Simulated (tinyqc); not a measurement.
From results back to parameters: conductance of a narrow metal strip with scatterers (square lattice, Green functions). Four cases, with inputs chosen for the exercise.

Problem. Boundaries with reflection R, a distance dg apart, add incoherently to the scattering in a one-dimensional channel: rho/rho0 = 1 + (lam/dg) R/(1 - R). The ratio comes from a hidden R.

Case 1.

Values chosen (out of a larger set: hopping and spacing of the size met in Cu or Al; the lattice is a model; not measured data): lam = 30 nm (bulk mean free path); dg = 54 nm (distance between boundaries).

rho/rho0 = 1.35519

Case 2.

Values chosen (out of a larger set: hopping and spacing of the size met in Cu or Al; the lattice is a model; not measured data): lam = 40 nm (bulk mean free path); dg = 23 nm (distance between boundaries).

rho/rho0 = 1.35621

Case 3.

Values chosen (out of a larger set: hopping and spacing of the size met in Cu or Al; the lattice is a model; not measured data): lam = 40 nm (bulk mean free path); dg = 15 nm (distance between boundaries).

rho/rho0 = 4.68254

Case 4.

Values chosen (out of a larger set: hopping and spacing of the size met in Cu or Al; the lattice is a model; not measured data): lam = 20 nm (bulk mean free path); dg = 51 nm (distance between boundaries).

rho/rho0 = 1.46036

Find: R; effective mean free path lam rho0/rho.

Solution. y = (rho/rho0 - 1) dg/lam = R/(1 - R), so R = y/(1 + y).

Case 1.

R = 0.390
effective mean free path lam rho0/rho = 22.14 nm

Case 2.

R = 0.170
effective mean free path lam rho0/rho = 29.49 nm

Case 3.

R = 0.580
effective mean free path lam rho0/rho = 8.54 nm

Case 4.

R = 0.540
effective mean free path lam rho0/rho = 13.70 nm

Computed by tinyqc, one run a case: `OMP_NUM_THREADS=1 python tinyqc.py N N+1 out.jsonl` with N = 1481872, 1481994, 1482005, 1482156; one thread of a shared Intel(R) Xeon(R) Processor @ 2.30GHz, about 0.01 s a run at most.
